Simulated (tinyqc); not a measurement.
# Frequency dispersion of an accumulation capacitance by border traps, distributed model: effects of single changes

Traps spread evenly through the insulator exchange electrons with the semiconductor by tunnelling, with tau(x) = t0 exp(2 ka x) at depth x from the interface. The admittance per area Y seen at depth x obeys dY/dx = -Y^2/(i w eps0 eox) + q Nb ln(1 + i w tau)/tau, with Y(0) = i w Cs and w = 2 pi f; the gate sees Y(tox) = G + i w C. Working variable y = Y/(i w), in uF/cm^2. Cox = eps0 eox/tox.

Values chosen for this exercise; permittivity close to that of aluminium oxide: relative permittivity of the insulator eox = 8.08; insulator thickness tox = 4.6 nm; semiconductor capacitance in accumulation Cs = 1.6 uF/cm^2; density of border traps Nb = 3.3e19 cm^-3 eV^-1; decay constant of the wave function in the insulator ka = 3.2 1/nm; time constant of a trap at the interface t0 = 2e-11 s; frequency f = 1e6 Hz.

Constants: q = 1.602176634e-19 C, eps0 = 8.8541878128e-14 F/cm where lengths are in cm. Results are converted to the units shown.

Each table varies one quantity; the others keep the values above.

## Capacitance and loss against frequency

Cox; trap-free value 1/(1/Cox + 1/Cs); response depth d = ln(1/(w t0))/(2 ka), where w tau = 1; lumped estimate: all traps within d act as C_bt = q Nb d placed at d/2, so C = 1/{1/[1/(1/Cs + d/(2 eps0 eox)) + C_bt] + (tox - d/2)/(eps0 eox)}. C and G from a fine integration; dispersion -d C/d log10 f over C, from f times and over 1.1. For a broad spread of time constants G/w is close to -(pi/2) dC/d ln w.

The same in every row: trap-free C (uF/cm^2) = 0.7887.

Capacitance and loss against frequency:
```
f (Hz)  d (nm)  C (uF/cm^2)  G/w (uF/cm^2)  dispersion (% a decade)  -(pi/2) dC/d ln w (uF/cm^2)  lumped C (uF/cm^2)
10       3.202        1.425        0.07420                    7.604                      0.07392               1.303
100      2.843        1.324        0.06495                    7.164                      0.06468               1.231
1000     2.483        1.234        0.05742                    6.793                      0.05720               1.164
10000    2.123        1.155        0.05128                    6.486                      0.05111               1.101
1e5      1.763        1.084        0.04626                    6.236                      0.04612               1.041
1e6      1.403        1.019        0.04213                    6.041                      0.04201              0.9847
1e7      1.044       0.9605        0.03874                    5.899                      0.03865              0.9312
```

What does the table show?

C falls from 1.425 to 0.9605 uF/cm^2, towards the trap-free 0.7887; each decade of frequency removes ln 10/(2 ka) = 0.360 nm from the response depth. The dispersion falls from 7.60 to 5.90 % a decade and G/w falls from 0.0742 to 0.0387 uF/cm^2. G/w stays at 1.00 times -(pi/2) dC/d ln w, the relation for a broad spread of time constants.

## Effect of the semiconductor capacitance in accumulation

Same model as above.

The same in every row: d (nm) = 1.403.

Results:
columns A: Cs (uF/cm^2); B: C (uF/cm^2); C: G/w (uF/cm^2); D: dispersion (% a decade); E: -(pi/2) dC/d ln w (uF/cm^2); F: lumped C (uF/cm^2); G: trap-free C (uF/cm^2)
```
A          B        C      D        E       F       G
0.2   0.6756  0.06645  14.35  0.06615  0.6208  0.1772
0.39  0.7448  0.06110  11.98  0.06085  0.6946  0.3118
1.4   0.9872  0.04418  6.542  0.04405  0.9508  0.7368
2.8    1.158  0.03392  4.281  0.03382   1.130  0.9999
5.4    1.307  0.02615  2.921  0.02604   1.284   1.207
10     1.413  0.02122  2.188  0.02110   1.394   1.346
20     1.492  0.01793  1.747  0.01778   1.474   1.443
```

Estimate the missing row, Cs = 0.75 uF/cm^2.

Computed row:
columns A: Cs (uF/cm^2); B: C (uF/cm^2); C: G/w (uF/cm^2); D: dispersion (% a decade); E: -(pi/2) dC/d ln w (uF/cm^2); F: lumped C (uF/cm^2); G: trap-free C (uF/cm^2)
```
A          B        C      D        E       F       G
0.75  0.8508  0.05335  9.161  0.05317  0.8071  0.5060
```

With this row back in the table: As Cs goes from 0.2 to 20, C rises from 0.676 to 1.49 uF/cm^2, the dispersion falls from 14.4 to 1.75 % a decade and G/w falls from 0.0665 to 0.0179 uF/cm^2. The lumped estimate is 8.1 % below C in the first row and 1.2 % below it in the last. The same traps disperse C more when Cs is small, since they then add to the weaker series term.

Program tinyqc, `OMP_NUM_THREADS=1 python tinyqc.py 2202043 2202044 out.jsonl`; Intel Xeon 2.30GHz, shared host, one thread, about 0.4 s.
